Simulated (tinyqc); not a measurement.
Mobility of a non-polar semiconductor in the relaxation-time approximation: one step, computed by the program tinyqc. Command: `OMP_NUM_THREADS=1 python tinyqc.py 3027077 3027078 out.jsonl rta walk`. One thread of a shared host (Intel(R) Xeon(R) Processor @ 2.30GHz), about 0.01 s of CPU time with the checks.

Each valley is treated as a sphere of mass m_d for states and rates, with one isotropic relaxation time; the conductivity mass m_c sets the current.

Task: Rates at a few energies. Kane band: hbar^2 k^2/(2 m) = E (1 + alpha E), speed v = hbar k/(m (1 + 2 alpha E)), states per spin, volume and energy g(E) = m k (1 + 2 alpha E)/(2 pi^2 hbar^2); overlap factors are set to 1. Here m = m_d. Masses are multiplied by m_0 and all formulas are in SI units. Phonon occupation N_q = 1/(exp(hbar w/(k_B T)) - 1). Acoustic deformation potential (elastic, equipartition, absorption and emission together): 1/tau = 2 pi k_B T D_A^2 g(E)/(hbar rho v_l^2). Optical or intervalley deformation potential: 1/tau = (pi Z_f D_o^2/(rho w)) [N_q g(E + hbar w) + (N_q + 1) g(E - hbar w)], with g = 0 below the band edge. Each optical term is multiplied by (1 - f(E'))/(1 - f(E)), E' the final energy, for Pauli blocking. Singly charged impurities, momentum relaxation: 1/tau = N_I e^4 m (1 + 2 alpha E) Phi/(8 pi (eps_s eps_0)^2 hbar^3 k^3), with alpha = 0 for a parabolic band. Brooks-Herring: Phi = ln(1 + b) - b/(1 + b), b = 4 k^2 L_s^2.

Inputs (values chosen for the exercise, modelled on electrons in silicon): non-parabolicity alpha = 0.49 1/eV; static permittivity eps_s = 11.7; density rho = 2329 kg/m^3; sound velocity v_l = 8940 m/s; acoustic deformation potential D_A = 9.9 eV; phonon energy hbar w = 58.9 meV; optical or intervalley deformation potential D_o = 4.9 1e8 eV/cm; final valleys Z_f = 5; temperature T = 200 K.

Band: Kane. Impurity formula: Brooks-Herring. Further scattering: none.

reduced Fermi level eta = -7.753434

density-of-states mass m_d = 0.3241846 m_0

ionised impurity density N_I = 6.70e+15 1/cm^3

screening length L_s = 40.78576 nm

Constants: k_B = 8.617333262e-05 eV/K; k_B = 1.380649e-23 J/K; e = 1.602176634e-19 C; hbar = 1.054571817e-34 J s; m_0 = 9.1093837015e-31 kg; hbar = 6.582119569e-16 eV s; eps_0 = 8.8541878128e-12 F/m.

Give: Rates (1e12/s) at E = (max(eta, 0) + 0.5, 1, 2, 4) k_B T.

Result:

Rates (1e12/s) at E = (max(eta, 0) + 0.5, 1, 2, 4) k_B T:
```
E (meV)  acoustic  optical  ionised impurity
8.62        0.819    0.174             1.081
17.23       1.170    0.187             0.434
34.47       1.689    0.211             0.172
68.94       2.487    2.167             0.068
```
